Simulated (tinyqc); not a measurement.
Inside a calculation. Method: RHF in the sto-3g basis, for H3-, spin multiplicity 1. The basis has no diffuse functions, so it cannot describe the extra electron: this is an exercise in the method, not the real anion. One step of it, computed by the program tinyqc.

Problem. Iteration 1: building the Fock matrix. J_ij = sum D_kl (ij|kl), K_ij = sum D_kl (ik|jl); F = H + J - 0.5 K; E = tr D H + tr D J / 2 - 0.25 tr D K + E_nn.

D at the start, order 1H 1s, 2H 1s, 3H 1s:
$$\begin{pmatrix}
1.030739 & 0.419581 & 0.426114 \\
0.419581 & 1.211556 & -0.910982 \\
0.426114 & -0.910982 & 1.306113
\end{pmatrix}$$

core Hamiltonian H = T + V (hartree), order 1H 1s, 2H 1s, 3H 1s:
$$\begin{pmatrix}
-1.289989 & -0.603115 & -0.537354 \\
-0.603115 & -1.126567 & -0.136260 \\
-0.537354 & -0.136260 & -1.101460
\end{pmatrix}$$

Two-electron integrals (ij|kl) in chemists' order, unique and non-zero (hartree):
```
(11|11) 0.774606   (21|11) 0.215368   (21|21) 0.083267   (22|11) 0.409178
(22|21) 0.215368   (22|22) 0.774606   (31|11) 0.188323   (31|21) 0.052652
(31|22) 0.103731   (31|31) 0.065573   (32|11) 0.040035   (32|21) 0.014245
(32|22) 0.034600   (32|31) 0.012822   (32|32) 0.003081   (33|11) 0.388016
(33|21) 0.112731   (33|22) 0.235438   (33|31) 0.188323   (33|32) 0.034600
(33|33) 0.774606
```

nuclear repulsion = 1.06797406 hartree

Give: Coulomb J; exchange K; Fock matrix F; total energy of this density.

Solution.

Coulomb J (hartree), order 1H 1s, 2H 1s, 3H 1s:
$$\begin{pmatrix}
2.069 & 0.719 & 0.642 \\
0.719 & 1.874 & 0.146 \\
0.642 & 0.146 & 1.889
\end{pmatrix}$$

exchange K (hartree), order 1H 1s, 2H 1s, 3H 1s:
$$\begin{pmatrix}
1.230 & 0.638 & 0.575 \\
0.638 & 1.158 & 0.027 \\
0.575 & 0.027 & 1.191
\end{pmatrix}$$

Fock matrix F (hartree), order 1H 1s, 2H 1s, 3H 1s:
$$\begin{pmatrix}
0.164 & -0.203 & -0.182 \\
-0.203 & 0.168 & -0.004 \\
-0.182 & -0.004 & 0.192
\end{pmatrix}$$

total energy of this density = -1.20400 hartree
